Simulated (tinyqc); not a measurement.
RHF in the sto-6g basis, for H6, spin multiplicity 1, step by step. One step of it, computed by the program tinyqc.

Problem. Iteration 2: diagonalisation and new density. Diagonalise F' = X^T F X, C = X C', fill 3 alpha and 3 beta electrons from the bottom; D = 2 C_occ C_occ^T. Each column has its largest component positive (the first on a tie).

Fock matrix F (hartree), lower triangle:
```
           1H 1s      2H 1s      3H 1s      4H 1s      5H 1s      6H 1s
1H 1s  -0.345397
2H 1s  -0.577771  -0.367035
3H 1s  -0.087467  -0.194485  -0.362819
4H 1s  -0.014836  -0.085818  -0.577396  -0.362819
5H 1s  -0.000377  -0.005515  -0.085818  -0.194485  -0.367035
6H 1s  -0.001517  -0.000377  -0.014836  -0.087467  -0.577771  -0.345397
```

X, lower triangle:
```
           1H 1s      2H 1s      3H 1s      4H 1s      5H 1s     6H 1s
1H 1s   1.217858
2H 1s  -0.442437   1.252706
3H 1s   0.046024  -0.178453   1.257387
4H 1s  -0.015487   0.047186  -0.455181   1.257387
5H 1s   0.001775  -0.004684   0.047186  -0.178453   1.252706
6H 1s  -0.000629   0.001775  -0.015487   0.046024  -0.442437  1.217858
```

Give: F' = X^T F X; orbital energies; coefficients C; D after iteration 2.

Solution.

F' = X^T F X (hartree), lower triangle:
```
         1        2        3        4        5       6
1   0.0360
2  -0.6079   0.0578
3   0.0552  -0.1982   0.0706
4  -0.0123   0.0585  -0.6237   0.0706
5   0.0029  -0.0058   0.0585  -0.1982   0.0578
6  -0.0030   0.0029  -0.0123   0.0552  -0.6079  0.0360
```

orbital energies (hartree): MO1 -0.6318, MO2 -0.5738, MO3 -0.4977, MO4 0.4549, MO5 0.6614, MO6 0.9158

coefficients C:
```
          MO1      MO2      MO3      MO4      MO5      MO6
1H 1s  0.2302   0.3813  -0.3334  -0.6182  -0.8211   0.5616
2H 1s  0.2711   0.3956  -0.2831   0.4927   0.8549  -0.7179
3H 1s  0.3651   0.0462   0.4214   0.7066  -0.1415   0.9962
4H 1s  0.3651  -0.0462   0.4214  -0.7066  -0.1415  -0.9962
5H 1s  0.2711  -0.3956  -0.2831  -0.4927   0.8549   0.7179
6H 1s  0.2302  -0.3813  -0.3334   0.6182  -0.8211  -0.5616
```

D after iteration 2, lower triangle:
```
         1H 1s    2H 1s    3H 1s    4H 1s   5H 1s   6H 1s
1H 1s   0.6191
2H 1s   0.6153   0.6204
3H 1s  -0.0776  -0.0041   0.6259
4H 1s  -0.1481  -0.0772   0.6174   0.6259
5H 1s   0.0119  -0.0058  -0.0772  -0.0041  0.6204
6H 1s   0.0375   0.0119  -0.1481  -0.0776  0.6153  0.6191
```
